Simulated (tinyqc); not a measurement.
# Octagonal on-chip spiral inductor, lumped pi model: what changes with what

Outer diameter do = di + 2 n wd + 2 (n - 1) sp, mean da = (do + di)/2, fill p = (do - di)/(do + di), length l = 3.314 n da. L = 2.25 mu0 n^2 da/(1 + 3.55 p), mu0 = 4 pi 1e-7 H/m. Rs = rho l/(wd delta (1 - exp(-th/delta))), delta = sqrt(rho/(pi f mu0)). Cs = n wd^2 eps0 eo/hu across the coil. At each end Cox = l wd eps0 eo/(2 ho) leads to the substrate branch Rsi = 2 rs he/(l wd) in parallel with Csi = l wd eps0 11.7/(2 he). With one end grounded Y = 1/(Rs + i w L) + i w Cs + 1/[1/(i w Cox) + 1/(1/Rsi + i w Csi)], w = 2 pi f; Q = -Im Y/Re Y. Eddy currents in neighbouring turns and in the substrate are left out.

Parameters, values chosen for the exercise; values of the order met in silicon radio-frequency processes:
```
symbol  value     unit                                     meaning
n         3.5                                      number of turns
wd         15       um                                  line width
sp        1.5       um                         space between turns
di        100       um                              inner diameter
th          4       um                             metal thickness
rho       1.9  uohm cm                           metal resistivity
ho        5.8       um                        oxide below the coil
hu        0.8       um            oxide between coil and underpass
eo        3.9                   relative permittivity of the oxide
rs       1000   ohm cm                       substrate resistivity
he         80       um  effective spreading depth in the substrate
f        0.96      GHz                                   frequency
```

Constants: eps0 = 8.8541878128e-12 F/m. Results are converted to the units shown.

Each table varies one quantity; the others keep the values above.

## Quality factor against frequency

Apparent inductance Im(1/Y)/w; share of the loss Re(substrate branch)/Re Y.

Quality factor against frequency:
```
f (GHz)  Rs (ohm)  w L/Rs      Q  apparent inductance (nH)  loss in the substrate (%)
0.25       0.8747   4.266  4.264                     2.376                    0.01902
0.4        0.9670   6.174  6.167                     2.377                    0.04314
0.66        1.100   8.954  8.927                     2.380                     0.1021
1.1         1.288   12.75  12.65                     2.389                     0.2407
1.8         1.537   17.48  17.13                     2.411                     0.5371
2.9         1.866   23.20  22.06                     2.470                      1.140
4.7         2.313   30.33  26.63                     2.640                      2.384
7.7         2.922   39.33  27.31                     3.250                      4.930
13          3.778   51.36  10.68                     10.17                      10.26
```

What does the comparison show?

Q goes from 4.26 through a maximum of 27.3 (at f = 7.7 GHz among the rows listed) to 10.7; the exact peak is 28.0 at 6.44 GHz and Q reaches zero at the self-resonance, 14.8 GHz. The share of the substrate rises from 0.0190 to 10.3 %, and the apparent inductance ends at 4.28 times L. At the peak the substrate takes 3.80 % of the loss. For f = 13 the coil is longer than 0.15 of a wavelength in the oxide, where one lumped section is rough.

## Effect of the line width

Same model as above.

Peak Q and its frequency from a search over f; self-resonance where Im Y = 0; Q at the given f (negative beyond resonance).

Effect of the line width:
```
wd (um)  L (nH)  do (um)  peak Q  f of the peak (GHz)  self-resonance (GHz)  Q at f
2         2.853    121.5   13.97                29.63                 67.08   2.627
4         2.657    135.5   19.29                18.55                 42.31   4.601
6         2.535    149.5   22.36                13.75                 31.51   6.212
9         2.433    170.5   25.13                9.984                 22.96   8.239
13        2.381    198.5   27.27                7.314                 16.84   10.53
18        2.386    233.5   28.79                5.450                 12.54   13.02
25        2.459    282.5   29.93                3.967                 9.116   16.12
```

As wd goes from 2 to 25, L goes from 2.85 through a minimum of 2.38 (at wd = 13 among the rows listed) to 2.46 nH, the peak Q rises from 14.0 to 29.9, its frequency falls from 29.6 to 3.97 GHz and the self-resonance falls from 67.1 to 9.12 GHz.

tinyqc, about 0.01 s, one thread, Intel Xeon 2.30GHz (shared host): `OMP_NUM_THREADS=1 python tinyqc.py 2302004 2302005 out.jsonl`
